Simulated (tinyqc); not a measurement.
Inside a calculation. Model: resonant-tunnelling diode, transfer matrices and Tsu-Esaki current.

Numbers from tinyqc (`OMP_NUM_THREADS=1 python tinyqc.py 2600122 2600123 out.jsonl`; about 0.2 s on one thread of a shared Intel Xeon 2.30GHz). Printed values are rounded.

Emitter (band edge 0), barrier d1, well Lw, barrier d2, spacer ds, collector (edge -V). The bias drops linearly over these layers and none in the contacts; each layer is cut into ns equal slices, flat at the value of their centres. E is the energy of motion across the layers, C = hbar^2/(2 m0), psi and psi'/m are continuous. Transport is coherent, T(E) is taken as independent of the transverse momentum, and charge in the well is ignored.

Parameters, values chosen for the exercise; masses and offsets close to those of InGaAs wells and AlAs barriers:

| symbol | value | unit | meaning |
|---|---|---|---|
| T | 77 | K | temperature |
| mw | 0.04 | m0 | mass in the well, spacer and contacts |
| U1 | 1.2 | eV | barrier height |
| m1 | 0.15 | m0 | barrier mass |
| d1 | 1.3 | nm | emitter barrier |
| Lw | 2.8 | nm | well width |
| d2 | 1.3 | nm | collector barrier |
| ns | 4 |  | slices in each layer |
| ds | 4.1 | nm | undoped spacer after the collector barrier |
| Ef | 0.1 | eV | Fermi energy of both contacts above their band edges |
| V | 0.47 | V | bias of the collector |
| E | 0.14746 | eV | trial energy |

Constants: q = 1.602176634e-19 C, kB = 1.380649e-23 J/K, hbar = 1.054571817e-34 J s, m0 = 9.1093837015e-31 kg, Vt = kB T/q, hbar^2/(2 m0) = 0.0380998212 eV nm^2. Results are converted to the units shown.

Range of the model: Electrons enter the collector with more than 0.4 eV, where real bands are no longer parabolic.

## Slices under bias

U = edge of the layer - V x/Lt at the centre x of each slice, Lt the summed thickness.

```
slice    U (eV)  m (m0)  width (nm)
0       1.19196    0.15       0.325
1       1.17588    0.15       0.325
2       1.15980    0.15       0.325
3       1.14372    0.15       0.325
4      -0.08163    0.04         0.7
5      -0.11626    0.04         0.7
6      -0.15089    0.04         0.7
7      -0.18553    0.04         0.7
8       0.98912    0.15       0.325
9       0.97304    0.15       0.325
10      0.95696    0.15       0.325
11      0.94088    0.15       0.325
12     -0.29251    0.04       1.025
13     -0.34322    0.04       1.025
14     -0.39393    0.04       1.025
15     -0.44464    0.04       1.025
```

## Running product of the slice matrices at the trial energy

For the pair (psi, psi'/m) a flat layer has M = [[cos kd, (m/k) sin kd], [-(k/m) sin kd, cos kd]] with k = sqrt(m (E - U)/C) above its edge U, and M = [[cosh Kd, (m/K) sinh Kd], [(K/m) sinh Kd, cosh Kd]] with K = sqrt(m (U - E)/C) below it. Later slices stand to the left. With M acting on (psi, psi'/m) and v = k/m in each lead, T(E) = 4 vL vR/[(vL vR M12 - M21)^2 + (vR M11 + vL M22)^2]. vL = sqrt(mw E/C)/mw, vR = sqrt(mw (E + V)/C)/mw.

Product after each layer:
```
                 M11    M12 (nm)  M21 (1/nm)       M22
barrier d1   6.86739    0.503868     89.9523   6.74551
well         7.43814    0.556452    -95.5904  -7.01674
barrier d2  -1.70073  -0.0698821    -37.9474  -2.14722
spacer       1.27411   0.0484808     45.9444   2.53308
```

T(E) = 0.204247

## Transmission at three energies near the peak

three energies (eV): 0.139019  0.141719  0.144419

The same product at each energy.

T(E) at these energies: 0.375732  0.865290  0.558641

## Breit-Wigner parameters from a parabola through 1/T(E)

Near a resonance 1/T(E) = (1/Tp) [1 + (2 (E - Er)/G)^2]. With y = 1/T(E) at E0 - h, E0, E0 + h: a = (y1 + y3 - 2 y2)/(2 h^2), b = (y3 - y1)/(2 h), Er = E0 - b/(2 a), 1/Tp = y2 - b^2/(4 a), G = 2 sqrt(1/(Tp a)), tau = hbar/G.

Er = 0.142269 eV
Tp = 0.899822
G = 5.50309 meV
tau = 119.608 fs

The true maximum of T(E) lies at 0.14224 eV with height 0.8962 and full width 5.551 meV; the fitted G is 0.87 % below that width.

## Current from the resonance alone

J = J0 times the integral over E > 0 of T(E) N(E), N = ln[(1 + exp((Ef - E)/Vt))/(1 + exp((Ef - V - E)/Vt))], J0 = q^2 mw m0 kB T/(2 pi^2 hbar^3) (times 1e-4 for A/cm^2 per eV). For a sharp resonance J = J0 (pi G/2) Tp N(Er), with Er the peak energy, Tp the peak transmission and G the full width at half maximum (in eV). The three values given are estimates from a parabola through three points of 1/T(E).

J0 = 4.29522e6 A/(cm^2 eV)
N(Er) = 0.00171030
J = 0.0571402 kA/cm^2

The full integral over T(E) gives 1.055 kA/cm^2; the value above is 0.054 times it. With the exact position, height and width of the peak (Er = 0.14224 eV, Tp = 0.8962, G = 5.551 meV) the formula is 0.055 times it. Er lies 6.4 kB T above Ef, where N is small, so the tail of the resonance below Ef carries most of the current.
